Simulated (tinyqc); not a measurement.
Avalanche multiplication and breakdown of a junction from ionisation integrals: one step, computed by the program tinyqc. Command: `OMP_NUM_THREADS=1 python tinyqc.py 3007032 3007033 out.jsonl impact walk`. One thread of a shared host (Intel(R) Xeon(R) Processor @ 2.30GHz), about 0.01 s of CPU time with the checks.

Ionisation coefficients follow the local field. Position x runs through the depletion layer from the p side (x = 0), where electrons enter, to the n side (x = w), where holes enter. The built-in voltage is neglected.

Problem. Coefficients at the critical field. alpha_n = a_n exp(-(b_n/F)^c), alpha_p = a_p exp(-(b_p/F)^c).

Inputs (values chosen for the exercise, modelled on diamond):
```
quantity                   value  unit
electron prefactor a_n  1.87e+08  1/cm
electron field b_n      7.46e+07  V/cm
hole prefactor a_p      4.89e+06  1/cm
hole field b_p          1.44e+07  V/cm
exponent c                     1     -
```

Junction: punch-through p+ n- n+.

critical field F_m = 6.227408 MV/cm

Give: alpha_n; alpha_p; ratio k = alpha_p/alpha_n; shorter ionisation length.

Solution.

alpha_n = 1173 1/cm

alpha_p = 4.842e+05 1/cm

ratio k = alpha_p/alpha_n = 412.8

shorter ionisation length = 0.02065 micrometre

Holes ionise more readily at the peak field.
